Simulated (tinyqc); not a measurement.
Worked calculation: Pariser-Parr-Pople SCF with singles CI, for the molecule [CH2+]c1cccnc1 (SMILES; centres numbered as the heavy atoms are written). One step of it, computed by the program tinyqc.

Question. Iteration 1: Fock matrix. F_rr = H_rr + P_rr gamma_rr / 2 + sum_(s != r) P_ss gamma_rs; F_rs = H_rs - P_rs gamma_rs / 2; E = tr P (H + F) / 2 + core repulsion sum_(r<s) z_r z_s gamma_rs.

P at the start, lower triangle:
```
,1C,2C,3C,4C,5C,6N,7C
1C,0.428571
2C,0.635520,1.000000
3C,0.285714,0.523739,0.857143
4C,-0.111782,0.000000,0.706765,1.000000
5C,-0.285714,-0.227736,0.142857,0.631347,0.857143
6N,-0.110411,0.000000,-0.288660,0.000000,0.637715,1.000000
7C,0.285714,0.519566,-0.142857,-0.298980,0.142857,0.705553,0.857143
```

core matrix H (eV), lower triangle:
```
,1C,2C,3C,4C,5C,6N,7C
1C,-32.671924
2C,-2.390000,-38.529071
3C,0.000000,-2.390000,-37.044576
4C,0.000000,0.000000,-2.390000,-36.065404
5C,0.000000,0.000000,0.000000,-2.390000,-35.867538
6N,0.000000,0.000000,0.000000,0.000000,-2.510000,-39.430778
7C,0.000000,-2.390000,0.000000,0.000000,0.000000,-2.510000,-37.119509
```

repulsion gamma_rs (eV), lower triangle:
```
,1C,2C,3C,4C,5C,6N,7C
1C,11.130000
2C,5.345539,11.130000
3C,3.872515,5.346287,11.130000
4C,2.881267,3.872515,5.345539,11.130000
5C,2.621087,3.517455,3.872515,5.346287,11.130000
6N,2.919001,3.940988,3.574524,3.941692,5.477679,12.300000
7C,3.872515,5.346287,3.873196,3.518103,3.872515,5.476893,11.130000
```

Centres (angstrom, eV; a flat drawing with bonds scaled to 1.40 angstrom):
```
centre,x,y,core charge z,W,gamma_rr
1C,2.400000,0.000000,1,11.160000,11.130000
2C,1.000000,0.000000,1,11.160000,11.130000
3C,0.300000,1.212000,1,11.160000,11.130000
4C,-1.100000,1.212000,1,11.160000,11.130000
5C,-1.800000,0.000000,1,11.160000,11.130000
6N,-1.100000,-1.212000,1,14.100000,12.300000
7C,0.300000,-1.212000,1,11.160000,11.130000
```

Give: F; pi energy.

Answer.

F (eV), lower triangle:
```
,1C,2C,3C,4C,5C,6N,7C
1C,-10.2559
2C,-4.0886,-10.6796
3C,-0.5532,-3.7900,-9.7094
4C,0.1610,0.0000,-4.2790,-9.2714
5C,0.3744,0.4005,-0.2766,-4.0777,-8.9942
6N,0.1611,0.0000,0.5159,0.0000,-4.2566,-11.6936
7C,-0.5532,-3.7789,0.2767,0.5259,-0.2766,-4.4421,-9.7094
```

pi energy = -83.0837 eV
